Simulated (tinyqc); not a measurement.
What moves the results: dielectric confinement in a thin film (image charges). A value that a table varies takes the place of the one given here.

A film |z| < t/2 of dielectric constant eps between half-spaces of dielectric constant e2; lam = (eps - e2)/(eps + e2), q = e^2/(4 pi eps0). The self-energy of a band edge is taken with the high-frequency value, e2 = eh, and the field of a fixed ion with the static one, e2 = eo. A charge at z has images lam^|n| at n t + (-1)^n z. Its self-energy is S(z) = (q/2 eps) sum over n >= 1 of lam^n [1/(n t - 2z) + 1/(n t + 2z)] for odd n and 2 lam^n/(n t) for even n; at the centre S(0) = -(q/(eps t)) ln(1 - lam).

Donor at the centre, lam from the static eo, trial function cos(pi z/t) exp(-rho/l): E(l) = c/(m l^2) - (q/eps) times the integral over k of F(k t) (1 + (k l/2)^2)^(-3/2), with F(x) = F0 + 2 lam exp(-x) G/(1 - lam exp(-x)), F0 = 2[(1 - exp(-x/2))/x + x (1 + exp(-x/2))/(x^2 + 4 pi^2)], G = 2 sinh(x/2)[1/x - x/(x^2 + 4 pi^2)]; c = hbar^2/2m0. The binding energy is -E at the minimum, counted from the subband edge with its self-energy.

Constants: e^2/(4 pi eps0) = 14.39964547 eV angstrom; hbar^2/2m0 = 3.80998211 eV angstrom^2; Ry = 13.60569312 eV.

Parameters, chosen for this exercise (near those of a Si (100) film, two-fold valleys, between layers of Si3N4; shifted at random, so the results belong to these values and not to a real crystal):

| symbol | value | unit | meaning |
|---|---|---|---|
| eps | 11.7 |  | dielectric constant of the film |
| eh | 4 |  | high-frequency dielectric constant outside |
| eo | 7.7 |  | static dielectric constant outside |
| m | 0.198 | m0 | mass in the plane |
| mz | 0.899 | m0 | mass across the film |
| ts | (12, 18, 26, 38, 55, 80, 120) | angstrom | thicknesses |
| t | 86 | angstrom | film thickness |

## Thinning the film

<S> is the mean over (2/t) cos^2(pi z/t); confinement c (pi/t)^2/mz; donor binding with and without images.

Results:

| t (angstrom) | <S> (meV) | confinement (meV) | binding, no images (meV) | binding (meV) | l (angstrom) |
|---|---|---|---|---|---|
| 12 | 80.2 | 290.5 | 58.9 | 88.7 | 18.3 |
| 18 | 53.5 | 129.1 | 53.5 | 76.2 | 20.4 |
| 26 | 37.0 | 61.9 | 48.2 | 65.5 | 22.7 |
| 38 | 25.3 | 29.0 | 42.5 | 55.3 | 25.5 |
| 55 | 17.5 | 13.8 | 36.9 | 46.2 | 28.8 |
| 80 | 12.0 | 6.5 | 31.4 | 38.1 | 32.9 |
| 120 | 8.0 | 2.9 | 25.9 | 30.5 | 38.2 |

How do the results move?

Between 120 and 12 angstrom the binding goes from 30.5 to 88.7 meV; quantum confinement alone would take it from 25.9 to 58.9, so the images supply +4.6 and +29.8 meV. |<S>| goes as 1/t and exceeds the confinement energy beyond 43 angstrom. For t well above a* = 31 angstrom the separable trial function underbinds, which affects the last rows.

## Choice of the surrounding dielectric

The same film between different dielectrics; in this table one value e2 serves for both eo and eh.

Results:

| case | lam | <S> (meV) | binding (meV) | l (angstrom) |
|---|---|---|---|---|
| e2 = 1 | 0.843 | 29.1 | 81.7 | 32.0 |
| e2 = 2.5 | 0.648 | 17.0 | 59.1 | 32.5 |
| e2 = 3.9 | 0.500 | 11.5 | 49.3 | 32.9 |
| e2 = 7.5 | 0.219 | 4.2 | 37.1 | 33.7 |
| e2 = 16 | -0.155 | -2.6 | 26.6 | 34.7 |
| e2 = 25 | -0.362 | -5.6 | 22.2 | 35.3 |
| e2 = 80 | -0.745 | -10.3 | 15.7 | 36.4 |

What can be read from the table?

The binding spans a factor 5.2, from 82 meV in vacuum to 15.7 meV for e2 = 80; going from 3.9 to 25 changes it by -27.2 meV and the band edge by -17.1 meV, so the binding responds 1.59 times as much as the edge (for an orbit much smaller than t the binding would change by twice the change of S(0), -28.7 meV; here l/t = 0.38 for e2 = 3.9).

## What each parameter does

<S> is the mean over (2/t) cos^2(pi z/t). Each row changes one parameter from the base and keeps the others.

Results:

| case | lam from eh | <S> (meV) | binding (meV) | l (angstrom) |
|---|---|---|---|---|
| base | 0.490 | 11.2 | 36.7 | 33.7 |
| t = 96 angstrom | 0.490 | 10.0 | 34.5 | 35.1 |
| eps = 10.5 | 0.448 | 11.1 | 41.0 | 31.6 |
| eo = 10.8 | 0.490 | 11.2 | 31.5 | 34.2 |
| eh = 5.2 | 0.385 | 8.2 | 36.7 | 33.7 |
| m = 0.238 m0 | 0.490 | 11.2 | 39.9 | 30.0 |

What does this show?

The largest shifts from the base row, up to three for each result and ties (the steps differ in size, so this ranks the rows, not the parameters). lam from eh: eh -0.106, eps -0.042; unchanged at the printed digits by t, eo and m. <S> (meV): eh -3.0, t -1.2, eps -0.1; unchanged at the printed digits by eo and m. binding (meV): eo -5.1, eps +4.3, m +3.2; unchanged at the printed digits by eh. l (angstrom): m -3.7, eps -2.1, t +1.4; unchanged at the printed digits by eh.

(tinyqc, `OMP_NUM_THREADS=1 python tinyqc.py 1280995 1280996 out.jsonl`, Intel(R) Xeon(R) Processor @ 2.30GHz, 1 thread, shared host, about 0.03 s.)
